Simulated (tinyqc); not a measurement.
Single-electron transistor, orthodox theory and master equation: one step of the calculation.

A metal island with n extra electrons joins the left lead (voltage V) and the right lead (0 V) by tunnel junctions and couples to a gate. Cs = CL + CR + Cg. Adding electron n + 1 costs mu(n) = [q (n + 1/2) - CL V - Cg Vg]/Cs (in volts); the Fermi levels are -V (left) and 0 (right). A jump that gains the energy W has the rate G(W) = (W/q)/(R [1 - exp(-W/Vt)]), W in volts, Vt = kB T/q. Sequential tunnelling only; I > 0 flows from left to right.

Problem. Tunnelling rates. Onto the island: from the left W = -V - mu(n), from the right W = -mu(n); off the island (n + 1 to n): to the left W = mu(n) + V, to the right W = mu(n).

Values chosen for this exercise:
```
symbol,value,unit,meaning
RL,140,kohm,resistance of the left junction
RR,490,kohm,resistance of the right junction
T,13,K,temperature
V,8.5,mV,bias of the left lead
```

Constants: q = 1.602176634e-19 C, kB = 1.380649e-23 J/K, Vt = kB T/q. Results are converted to the units shown.

mu(n), n to n + 1, n -1 to 0 (mV): [-15.986023, -0.122888]

Give: on from left; on from right; off to left; off to right.

Solution.

on from left, n to n + 1, n -1 to 0 (1/ns): [334.16, 0.21130]
on from right, n to n + 1, n -1 to 0 (1/ns): [203.63, 15.066]
off to left, n to n + 1, n -1 to 0 (1/ns): [0.41861, 373.68]
off to right, n to n + 1, n -1 to 0 (1/ns): [1.2926e-4, 13.501]

Range of the model: Cotunnelling, which dominates deep in the blockade, is left out.

Numbers from tinyqc (`OMP_NUM_THREADS=1 python tinyqc.py 2780025 2780026 out.jsonl`; about 0.01 s on one thread of a shared Intel Xeon 2.30GHz).
